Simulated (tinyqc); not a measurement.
Small-signal admittance of a forward-biased p+-n diode: one step of the calculation.

Holes injected into a neutral base of width wb with an ohmic contact at its end; low injection, p0 far above the equilibrium density. A small voltage v exp(i w t), w = 2 pi f, modulates the edge density by p0 v/Vt, and the small-signal density obeys Dp d2p/dx2 = (1/tau + i w) p.

Question. Closed-form admittance. L = sqrt(Dp tau); direct current J = (q Dp p0/L) coth(wb/L); k = sqrt(1 + i w tau)/L; diffusion admittance Y = (q Dp p0/Vt) k coth(k wb) = G + i w C_diff; junction capacitance C_j = sqrt(q eps0 eps_r Nd/(2 Vr)) in the depletion approximation, with the remaining barrier Vr = Vt ln(Na/p0), a rough value under forward bias; base-width modulation is left out.

Inputs (values chosen for the exercise); permittivity close to that of gallium arsenide:
- T = 275 K (temperature)
- eps_r = 12.9 (relative permittivity)
- Nd = 6.9e15 cm^-3 (donor density of the base)
- Dp = 8.5 cm^2/s (hole diffusion coefficient)
- tau = 1e-7 s (hole lifetime)
- wb = 3.5 um (width of the neutral base)
- p0 = 3.7e12 cm^-3 (excess hole density at the junction edge)
- Na = 2e18 cm^-3 (acceptor density of the p+ side)
- f = 1.8e6 Hz (signal frequency)

Constants: q = 1.602176634e-19 C, kB = 1.380649e-23 J/K, Vt = kB T/q, eps0 = 8.8541878128e-14 F/cm where lengths are in cm. Results are converted to the units shown.

Give: L; J; k wb; Y; C_diff; C_j.

Answer.

L = 9.2195 um
J = 0.015082 A/cm^2
k wb = 0.42526+0.19164i
Y = 0.63677+0.03238i S/cm^2
C_diff = 0.0028630 uF/cm^2
C_j = 0.044925 uF/cm^2

G is 1.00 times its low-frequency value J/Vt, and C_diff is 0.0637 times C_j.

tinyqc, about 0.01 s, one thread, Intel Xeon 2.30GHz (shared host): `OMP_NUM_THREADS=1 python tinyqc.py 2890213 2890214 out.jsonl`
